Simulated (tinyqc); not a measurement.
# Threshold-voltage variability of a planar MOSFET, analytic estimates, step by step

Program tinyqc, `OMP_NUM_THREADS=1 python tinyqc.py 2090074 2090075 out.jsonl`; Intel Xeon 2.30GHz, shared host, one thread, about 0.01 s. Printed values are rounded.

Three independent sources add in quadrature: random dopants in the depleted layer, metal-gate grains of two orientations, and roughness of the two gate edges acting through the roll-off VT = VT(long) - Vr exp(-L/l). These are first-order estimates: no three-dimensional electrostatics, no percolation.

Inputs (values chosen for the exercise); material values close to those of silicon:
```
symbol    value   unit                                                 meaning
T           300      K                                             temperature
Eg          1.1     eV                                                band gap
eps_r      11.9                     relative permittivity of the semiconductor
Nc      2.75e19  cm^-3                  conduction-band density of states at T
Nv      2.66e19  cm^-3                     valence-band density of states at T
Na       4.8e17  cm^-3                                          channel doping
ti          1.9     nm                 oxide-equivalent thickness in inversion
L            65     nm                                             gate length
W           180     nm                                              gate width
G             5     nm                                        metal grain size
dW          0.2     eV  work-function difference of the two grain orientations
p           0.4               share of the orientation of higher work function
De            1     nm                          rms roughness of one gate edge
La           30     nm                     correlation length of the roughness
l            12     nm                  decay length of the threshold roll-off
Vr            1      V                               prefactor of the roll-off
n          1.41                                            subthreshold factor
gI           10    1/V                                  gm/I of a matched pair
sb            2      %                 spread of the gain factor of one device
Nb        65536                                                number of cells
Y          0.54                                                   wanted yield
```

Constants: q = 1.602176634e-19 C, kB = 1.380649e-23 J/K, Vt = kB T/q, eps0 = 8.8541878128e-14 F/cm where lengths are in cm. Results are converted to the units shown.

## Random dopants

ni = sqrt(Nc Nv) exp(-Eg/(2 Vt)), Eg in volts; Cox = 3.9 eps0/ti; Wd = sqrt(4 eps0 eps_r Vt ln(Na/ni)/(q Na)); dopants: s1 = (q/Cox) sqrt(Na Wd/(3 L W)). The slope A1 = s1 sqrt(L W); mean number of dopants Na L W Wd.

Cox = 1.81744 uF/cm^2
Wd = 49.4266 nm
mean number of dopants = 277.580
A1 = 0.783955 mV um
s1 = 7.24767 mV

Counting alone, 1/sqrt(N) of the depletion voltage q Na Wd/Cox = 209 mV, would give sqrt(3) times more: dopants deep in the layer act less on the surface.

## Metal grains and edge roughness

Grains: Ng = L W/G^2 (at least 1), s2 = dW sqrt(p (1 - p)/Ng). Edges, with exponential correlation and u = W/La: the mean gate length has sL^2 = 2 De^2 (2/u)[1 - (1 - exp(-u))/u]; s3 = sL (Vr/l) exp(-L/l).

Ng = 468
s2 = 4.52911 mV
sL = 0.745541 nm
dVT/dL = 0.370161 mV/nm
s3 = 0.275970 mV

## Total spread, mismatch and leakage

s = sqrt(s1^2 + s2^2 + s3^2). For a pair: s(dVT) = sqrt(2) s; current mismatch sqrt(2) sqrt((gI s)^2 + sb^2); input offset = current mismatch/gI. For a Gaussian VT the off current is log-normal with mean/median = exp(s^2/(2 (n Vt)^2)).

s = 8.55089 mV
s(dVT) = 12.0928 mV
current mismatch = 12.4192 %
input offset = 12.4192 mV
mean/median of Ioff = 1.02790

The dopants give 71.8 % of the variance; without them s would be 4.54 mV.

## Iteration 1: margin in standard deviations for the wanted yield

k at the start = 3

Cells fail independently with probability Q(k) = erfc(k/sqrt(2))/2 when the margin is k standard deviations, and Y = exp(-Nb Q(k)). phi = exp(-k^2/2)/sqrt(2 pi). Newton steps on ln Q(k) = ln(-ln(Y)/Nb): k(new) = k + [ln Q - ln(-ln(Y)/Nb)] Q/phi.

Q(k) = 0.00134990
phi = 0.00443185
k after iteration 1 = 4.51285

## Iteration 2: margin in standard deviations for the wanted yield

As before.

Q(k) = 3.19812e-6
phi = 1.50845e-5
k after iteration 2 = 4.28422

## Course of the iteration: margin in standard deviations for the wanted yield

Stop when k changes by less than 1e-9, or after 30 iterations.

Course of the iteration:
```
iteration	k	|change|
1	4.51285	1.51
2	4.28422	0.229
3	4.27864	5.58e-3
4	4.27863	3.32e-6
5	4.27863	1.18e-12
```

Converged in 5 iterations. At the end the number of correct digits about doubles with each step. With s(dVT) = 12.1 mV, 4.28 standard deviations are 51.7 mV.
